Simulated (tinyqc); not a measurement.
Convergence with cell size: Koster-Slater impurity in a tight-binding band, by Green functions and by supercells. Computed by tinyqc, a small Python program. Command: `OMP_NUM_THREADS=1 python tinyqc.py 3014416 3014417 out.jsonl kosterslater walk`. One thread of a shared host (Intel(R) Xeon(R) Processor @ 2.30GHz), about 0.06 s of CPU time with the checks.

One orbital per site, e(k) = -2 t sum cos(k_i) over 3 direction(s), band from -6 t to 6 t, lattice constant 1. One site has the extra energy U. Spin is left out.

Inputs (values chosen for the exercise, for a model band): hopping t = 1.9 eV; impurity potential U = -10.7 eV.

Lattice: simple cubic.

Method:
- Outside the band G0(E) = (1/pi) int_0^pi dk (2/(pi z)) K(16 t^2/z^2), z = E + 2 t cos k, K the complete elliptic integral with parameter m; 200 Gauss-Legendre points.
- A bound state solves 1/U = G0(E).
- Bisection in ln(distance from the edge) between 1e-5 t and |U| + t. Weight on the impurity site: -1/(U^2 dG0/dE), by a central difference with step min(1e-4 t, distance/30). Decay length along an axis: 1/arccosh(1 + distance/(2 t)).
- In a periodic cell of N sites along each direction with Bloch vector K, the level solves 1/U = N^-d sum_k 1/(E - e(k)), k_i = (2 pi m_i + K_i)/N, m_i = 0..N-1; the outermost root on the side of U is taken (bisection). d is the number of directions. Gamma means K_i = 0, the zone corner K_i = pi, the quarter point K_i = pi/2.
- Even N; errors against the isolated level E_b, set to 0 below 1e-6 t.

level E_b = -12.9711 eV

decay length = 1.13557 sites

Error of the level (eV):
```
N   sites        Gamma      corner  quarter point
2       8  -1.9880e+00  2.2711e+00     1.5249e-01
4      64  -1.9175e-01  1.5249e-01     2.2630e-03
6     216  -2.0834e-02  1.7190e-02     4.5544e-05
8     512  -2.5149e-03  2.2630e-03              0
10   1000  -3.3269e-04  3.1584e-04              0
12   1728  -4.6682e-05  4.5544e-05              0
```

What follows from these numbers?

The error at Gamma falls exponentially, between the last two resolved rows by exp(-0.982) per site against 1/(decay length) = 0.881; the rest is the power-law prefactor of the Green function. Gamma and the corner err in opposite directions. Among the sizes listed an error below 1 meV is first reached at N = 10 at Gamma; at the quarter point N = 6 is enough.

Extremes, crossings and ranges named in words are read from the listed rows.
